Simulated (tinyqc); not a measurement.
# Gate sheet resistance from two finger widths

Problem. At low frequency R = Rsh Wf/(3 L) + B/Wf, where B collects the channel and vertical terms. Find Rsh, B and the width of lowest R.

Parameters, values chosen for the exercise:
- L = 0.28 um (channel length)

input resistance of single fingers, contacted at one end, of width 0.65 and 8.5 um (ohm): [456.21337, 165.66527]

Answer. R Wf is a straight line in Wf^2; the minimum of R lies where both terms are equal.

Rsh = 13.00 ohm/square
B = 290.0 ohm um
width of lowest R = 4.329 um

Program tinyqc, `OMP_NUM_THREADS=1 python tinyqc.py 2262014 2262015 out.jsonl`; Intel Xeon 2.30GHz, shared host, one thread, about 0.01 s.
